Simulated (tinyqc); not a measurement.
Inside a calculation. Method: Hueckel theory of the pi electrons, for the molecule C=CC=CC=CC=C (SMILES; centres numbered as the heavy atoms are written). One step of it, computed by the program tinyqc.

Question. Energy, charges, bond orders. E = sum n x; q_r = z_r - P_rr; bond order p = P_rs; free valence = sqrt(3) - sum of p over the bonds of the atom.

x values: 1.879385  1.532089  1.000000  0.347296  -0.347296  -1.000000  -1.532089  -1.879385

occupations: 2.000000  2.000000  2.000000  2.000000  0.000000  0.000000  0.000000  0.000000

charge and bond-order matrix P, lower triangle:
```
           1C         2C         3C         4C         5C        6C        7C        8C
1C   1.000000
2C   0.862086   1.000000
3C   0.000000   0.494818   1.000000
4C  -0.367267   0.000000   0.758105   1.000000
5C   0.000000  -0.103980   0.000000   0.528752   1.000000
6C   0.263287   0.000000  -0.333333   0.000000   0.758105  1.000000
7C   0.000000   0.033934   0.000000  -0.103980   0.000000  0.494818  1.000000
8C  -0.229353   0.000000   0.263287   0.000000  -0.367267  0.000000  0.862086  1.000000
```

Centres:
```
centre  z_r, pi electrons of the neutral centre         h
1C                                            1  0.000000
2C                                            1  0.000000
3C                                            1  0.000000
4C                                            1  0.000000
5C                                            1  0.000000
6C                                            1  0.000000
7C                                            1  0.000000
8C                                            1  0.000000
```

Bonds:
```
i  j  k
1  2  1
2  3  1
3  4  1
4  5  1
5  6  1
6  7  1
7  8  1
```

Give: pi energy = 8 alpha + this times beta; pi charges; Bond orders and lengths from R = 1.517 - 0.180 p; free valence of the carbons; gap between the highest filled and the next level.

Answer.

pi energy = 8 alpha + this times beta = 9.518

pi charges: 1C 0.000, 2C 0.000, 3C 0.000, 4C 0.000, 5C 0.000, 6C 0.000, 7C 0.000, 8C 0.000

Bond orders and lengths from R = 1.517 - 0.180 p (angstrom, C-C alone):
```
bond      p      R
1-2   0.862  1.362
2-3   0.495  1.428
3-4   0.758  1.381
4-5   0.529  1.422
5-6   0.758  1.381
6-7   0.495  1.428
7-8   0.862  1.362
```

free valence of the carbons: 1C 0.870, 2C 0.375, 3C 0.479, 4C 0.445, 5C 0.445, 6C 0.479, 7C 0.375, 8C 0.870

gap between the highest filled and the next level = 0.695 |beta|
